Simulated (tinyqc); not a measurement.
Equilibrium crystal shape, supported particles, Gibbs-Thomson effect and coarsening: one step, computed by the program tinyqc.

A cubic crystal bounded by {100}, {110} and {111} facets only.

Problem. Chemical potential of the particle. For the Wulff shape mu - mu(bulk) = 2 Omega gamma/h, with gamma and h = lambda gamma the energy and distance of any one facet plane, here (111); the vapour pressure rises by exp[(mu - mu(bulk))/(k_B T)].

Inputs (values chosen for the exercise, for a model metal): atoms in the particle N = 1900; temperature T = 1100 K.

Omega = 20.71087 angstrom^3

gamma (J/m^2): (100) 1.191100, (110) 1.003111, (111) 1.228555

distances of the planes from the centre (nm): {100} 2.279292, {110} 1.919556, {111} 2.350967

Constants: e = 1.602176634e-19 C; k_B = 8.617333262e-05 eV/K.

Give: mu - mu(bulk); pressure ratio.

Solution.

mu - mu(bulk) = 135.1 meV

pressure ratio = 4.159

Caution: below a few thousand atoms edges and corners add to the energy and facets hold few atoms.
